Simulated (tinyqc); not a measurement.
## Polarisation and half-bias from two TMR values

Question. A tunnel junction has TMR = TMR0/(1 + (V/Vh)^2), TMR0 = 2 P1 P2/(1 - P1 P2). Find TMR0, Vh and P2.

Inputs (values chosen for the exercise): spin polarisation of the reference layer P1 = 0.55.

TMR at 0.1 and 0.5 V (%): 79.022546  30.935804

Answer. 1/TMR is linear in V^2, and P1 P2 = TMR0/(2 + TMR0).

TMR0 = 84.50 %
Vh = 0.3800 V
P2 = 0.5400

Program tinyqc, `OMP_NUM_THREADS=1 python tinyqc.py 2450012 2450013 out.jsonl`; Intel Xeon 2.30GHz, shared host, one thread, about 0.01 s.
